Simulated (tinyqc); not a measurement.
Optical transitions of a finite quantum well: one step. Confinement energies. Two cases, with inputs chosen for the exercise.

Question. Up to three levels for each carrier.

Each carrier sees a square well of width L with its own depth V and masses m (inside), mb (outside); c = hbar^2/2m0, k = sqrt(m E/c), kappa = sqrt(mb (V - E)/c), and level n solves k L + 2 atan[(k/m)/(kappa/mb)] = n pi. The envelope is cos(kz) for odd n and sin(kz) for even n inside, joins exp(-kappa (|z| - L/2)) outside, and is normalised to 1. Excitons and band mixing are left out.

Constants: hbar^2/2m0 = 3.80998211 eV angstrom^2.

Give: a table of level, E (eV), k (1/angstrom), kappa (1/angstrom).

Case 1.

Values chosen (near those of an InGaAs well in InP; shifted at random, so the results belong to these values and not to a real crystal): L = 129 angstrom (well width); Eg = 0.8 eV (gap of the well); Vc = 0.241 eV (conduction offset); Vv = 0.335 eV (valence offset); me = 0.0412 m0 (electron, well); meb = 0.0787 m0 (electron, barrier); mh = 0.377 m0 (heavy hole along z, well); mhb = 0.544 m0 (heavy hole, barrier); ml = 0.0528 m0 (light hole along z, well); mlb = 0.1241 m0 (light hole, barrier).

Answer.

Levels:
```
level  E (eV)  k (1/angstrom)  kappa (1/angstrom)
e1     0.0274         0.01722             0.06642
e2     0.1110         0.03465             0.05181
e3     0.2353         0.05044             0.01084
hh1    0.0049         0.02209             0.21709
hh2    0.0197         0.04418             0.21217
hh3    0.0444         0.06626             0.20371
lh1    0.0238         0.01814             0.10069
lh2    0.0971         0.03669             0.08802
lh3    0.2220         0.05546             0.06068
```

Case 2.

Values chosen (near those of an InGaAs well in InAlAs; shifted at random, so the results belong to these values and not to a real crystal): L = 77 angstrom (well width); Eg = 0.822 eV (gap of the well); Vc = 0.519 eV (conduction offset); Vv = 0.208 eV (valence offset); me = 0.0418 m0 (electron, well); meb = 0.0758 m0 (electron, barrier); mh = 0.38 m0 (heavy hole along z, well); mhb = 0.403 m0 (heavy hole, barrier); ml = 0.0496 m0 (light hole along z, well); mlb = 0.0942 m0 (light hole, barrier).

Answer.

Levels:
```
level  E (eV)  k (1/angstrom)  kappa (1/angstrom)
e1     0.0714         0.02798             0.09437
e2     0.2868         0.05610             0.06796
hh1    0.0118         0.03436             0.14404
hh2    0.0469         0.06842             0.13052
hh3    0.1036         0.10166             0.10507
lh1    0.0457         0.02440             0.06334
lh2    0.1787         0.04823             0.02693
```

Computed by tinyqc, one run a case: `OMP_NUM_THREADS=1 python tinyqc.py N N+1 out.jsonl` with N = 1252637, 1252748; one thread of a shared Intel(R) Xeon(R) Processor @ 2.30GHz, about 0.1 s a run at most.
